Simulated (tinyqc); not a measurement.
Speciation in dilute and buffered hydrofluoric acid, oxide etch rate and bath loading. From pH back to NH4F added. Computed by tinyqc, a small Python program. Command: `OMP_NUM_THREADS=1 python tinyqc.py 3120856 3120857 out.jsonl hfetch inv`. One thread of a shared host (Intel(R) Xeon(R) Processor @ 2.30GHz), about 0.01 s of CPU time with the checks.

Concentrations stand for activities, NH4+ and Cl- are spectators, and water ionisation is neglected. H, F and HF2 denote the ions H+, F- and HF2-. The base temperature is 298 K.

Inputs (values chosen for the exercise, of the order of those for thermal oxide at room temperature):

| quantity | value | unit |
|---|---|---|
| HF added | 0.18 | mol/L |
| HCl added | 0 | mol/L |
| K1 = [H][F]/[HF] | 0.000649 | mol/L |
| K2 = [HF2]/([HF][F]) | 4.36 | L/mol |
| K3 = [H2F2]/[HF]^2 | 2.6 | L/mol |

Method. Fluoride balance: [HF] + [F] + 2 [HF2] + 2 [H2F2] = HF added + NH4F added. Acid balance: [H] + [HF] + [HF2] + 2 [H2F2] = HF added + HCl added. For a trial [H], [HF] = [H][F]/K1, and the fluoride balance is a quadratic in [F]. The root is refined to 1e-13 in pH = -log10 [H].

Problem. A run gave the result below. Find the NH4F added, known to lie between 0.084 and 0.25 mol/L.

pH = 3.255046

Solution.

Each step takes the trial c = (a f_b - b f_a)/(f_b - f_a), f being the result less the target and a, b, c the logarithms of the listed values; c replaces end b, the old b replaces a if the sign of f changed, and otherwise f_a is halved.

Scan of the range:

| NH4F added (mol/L) | pH |
|---|---|
| 0.084 | 2.95785 |
| 0.101 | 3.04847 |
| 0.121 | 3.14047 |
| 0.145 | 3.23601 |
| 0.174 | 3.33611 |
| 0.208 | 3.43827 |
| 0.250 | 3.54836 |

False position (Illinois rule, in the logarithm of the input) inside the bracket:

| step | end a | end b | trial | pH |
|---|---|---|---|---|
| 1 | 0.145000 | 0.174000 | 0.150115 | 3.25474 |
| 2 | 0.174000 | 0.150115 | 0.150199 | 3.25504 |
| 3 | 0.174000 | 0.150199 | 0.150201 | 3.25505 |
| 4 | 0.150199 | 0.150201 | 0.150200 | 3.25505 |

pH rises at every point of a 13-point scan of the range (every second point is shown), so one value fits; it is bracketed by 0.145 and 0.174. Answer: NH4F added = 0.1502 mol/L.
